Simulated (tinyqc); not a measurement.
Trap density from the barrier height.

Problem. In a partly depleted grain with all boundary traps filled, 2 N W = Qt and VB = q N W^2/(2 eps0 eps_r). Find Qt, W and the doping at which VB would equal Vt.

Values chosen for this exercise: temperature T = 400 K; relative permittivity eps_r = 11.7.

Constants: q = 1.602176634e-19 C, kB = 1.380649e-23 J/K, Vt = kB T/q, eps0 = 8.8541878128e-14 F/cm where lengths are in cm. Results are converted to the units shown.

doping = 3e18 cm^-3
barrier height = 0.12475843 V

Solution. Eliminating W gives VB = q Qt^2/(8 eps0 eps_r N), which falls as 1/N.

Qt = 4.40e12 cm^-2
W = 7.33 nm
doping for VB = Vt = 1.09e19 cm^-3

Program tinyqc, `OMP_NUM_THREADS=1 python tinyqc.py 2830077 2830078 out.jsonl`; Intel Xeon 2.30GHz, shared host, one thread, about 0.01 s.
